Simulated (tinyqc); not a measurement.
Changing the magnetic field B: Hall effect and magnetoresistance of several carrier groups with constant relaxation times. Computed by tinyqc, a small Python program. Command: `OMP_NUM_THREADS=1 python tinyqc.py 3031185 3031186 out.jsonl hall2 sweep`. One thread of a shared host (Intel(R) Xeon(R) Processor @ 2.30GHz), about 0.01 s of CPU time with the checks.

Group 1 has charge -e and group 2 charge +e; s_i is that sign. B lies along z; mu B is formed with mu in m^2/(V s).

Inputs (values chosen for the exercise, for a model conductor): density n1 = 5.6e+17 1/cm^3; mobility mu1 = 9300 cm^2/(V s); density n2 = 3.9e+17 1/cm^3; mobility mu2 = 210 cm^2/(V s).

Carriers: electrons and holes. Densities: per volume.

Constants: e = 1.602176634e-19 C.

Method. sigma_xx = sum n_i e mu_i/(1 + mu_i^2 B^2); sigma_xy = sum s_i n_i e mu_i^2 B/(1 + mu_i^2 B^2). rho_xx = sigma_xx/(sigma_xx^2 + sigma_xy^2); Hall coefficient R_H = sigma_xy/(B (sigma_xx^2 + sigma_xy^2)), with B in V s/cm^2 (1 T = 1e-4 V s/cm^2); magnetoresistance MR = rho_xx(B)/rho_xx(0) - 1. Apparent density 1/(e |R_H|); Hall mobility |R_H|/rho_xx.

One run for each value; columns: (1) magnetic field B (T); (2) magnetoresistance MR (%); (3) apparent density (1/cm^3); (4) Hall mobility (cm^2/(V s)); (5) Hall coefficient R_H (cm^3/C):
```
(1)           (2)         (3)     (4)      (5)
0.054  4.0198e-03  5.7796e+17  9152.4  -10.799
0.12   1.9851e-02  5.7796e+17  9151.0  -10.799
0.27   1.0050e-01  5.7795e+17  9143.6  -10.799
0.59   4.7986e-01  5.7794e+17  9109.4  -10.800
1.3    2.3296e+00  5.7786e+17  8945.8  -10.801
2.9    1.1590e+01  5.7750e+17  8208.7  -10.808
6.5    5.8147e+01  5.7566e+17  5810.6  -10.842
15     3.0745e+02  5.6602e+17  2293.7  -11.027
32     1.3569e+03  5.2876e+17   686.7  -11.804
```

Over the rows, magnetoresistance MR (%) rises from 0.00402 to 1360 (exponent d ln y / d ln x about 2.0 throughout); apparent density (1/cm^3) falls from 5.78e17 to 5.29e17; Hall mobility (cm^2/(V s)) falls from 9150 to 687 (exponent d ln y / d ln x -2.0e-4 between the first rows and -1.6 between the last). The exponent of magnetoresistance MR stays between 1.96 and 2.00, near 2: the quadratic law.

Extremes, crossings and ranges named in words are read from the listed rows.
